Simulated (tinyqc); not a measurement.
Decay across the direct gap: complex band structure along [001] in sp3s* tight binding.

For k = (0, 0, kz) the phase sums are g0 = cos(phi) and g3 = i sin(phi), phi = kz a/4, and the s, pz, s* orbitals of anion (a) and cation (c) decouple from px, py. With z = exp(i phi), H(z) = H0 + z T + T^T/z for any complex z. H0 is diagonal (Esa, Epa, Exa, Esc, Epc, Exc). The anion-cation block is B(z) = z U + W/z and the cation-anion block z W^T + U^T/z, where U has Vss/2 (s,s), Vsapc/2 (s,z), -Vscpa/2 (z,s), Vxx/2 (z,z), Vxapc/2 (s*,z), -Vpaxc/2 (z,s*), and W has the same values with the s-z and s*-z signs reversed. |z| = 1 is a band state, |z| < 1 decays along [001] as exp(-kappa d) over a distance d, kappa = -(4/a) ln|z|. No spin-orbit coupling.

Constants: hbar^2/2m0 = 3.80998211 eV angstrom^2.

Parameters, chosen for this exercise (out of a larger set: near a published set for GaSb, fitted to gaps, whose masses and valley positions are rough (light masses up to twice too heavy); not measured data): p = (-7.312, 0.853, -3.924, 2.899, 6.674, 6.033, -6.223, 1.586, 4.166, 4.956, 4.615, 5.035, 4.228) eV (order Esa, Epa, Esc, Epc, Exa, Exc, Vss, Vxx, Vxy, Vsapc, Vscpa, Vxapc, Vpaxc); a = 6.101 angstrom (lattice constant).

Ev = -0.01131 eV
EG (direct gap) = 0.84275 eV

masses of this model, from the curvature at Gamma (m0): m_lh 0.05804, m_e 0.07281

kappa of the imaginary branch at Gamma against three formulas: parabolic from the valence edge, sqrt(m_lh E/c); parabolic from the conduction edge, sqrt(m_e (EG - E)/c); two-band (Franz), sqrt(m E (1 - E/EG)/c) with m = 2 m_lh m_e/(m_lh + m_e). E from Ev; c = hbar^2/2m0.

kappa (1/angstrom):

| E/EG | E (eV) | tight binding | parabolic, valence | parabolic, conduction | two-band |
|---|---|---|---|---|---|
| 0.05 | 0.0421 | 0.0248 | 0.0253 | 0.1237 | 0.0261 |
| 0.15 | 0.1264 | 0.0410 | 0.0439 | 0.1170 | 0.0427 |
| 0.25 | 0.2107 | 0.0502 | 0.0567 | 0.1099 | 0.0518 |
| 0.35 | 0.2950 | 0.0558 | 0.0670 | 0.1023 | 0.0570 |
| 0.50 | 0.4214 | 0.0594 | 0.0801 | 0.0897 | 0.0598 |
| 0.75 | 0.6321 | 0.0530 | 0.0981 | 0.0635 | 0.0518 |
| 0.85 | 0.7163 | 0.0443 | 0.1045 | 0.0492 | 0.0427 |
| 0.95 | 0.8006 | 0.0274 | 0.1104 | 0.0284 | 0.0261 |

Give the missing row, E/EG = 0.65, E (eV) = 0.5478.

Computed row:
```
E/EG  E (eV)  tight binding  parabolic, valence  parabolic, conduction  two-band
0.65  0.5478         0.0577              0.0913                 0.0751    0.0570
```

The branch joins the light-hole and conduction bands and peaks, among these rows, at E/EG = 0.50 with kappa = 0.0594 1/angstrom. At mid-gap the parabola from the conduction edge is +51 % off and the two-band form +0.6 %; over 5 nm the parabola would misstate exp(-2 kappa d) by a factor 20.7.

Program tinyqc; command `OMP_NUM_THREADS=1 python tinyqc.py 1451693 1451694 out.jsonl`; about 0.01 s on one thread of a shared Intel(R) Xeon(R) Processor @ 2.30GHz.
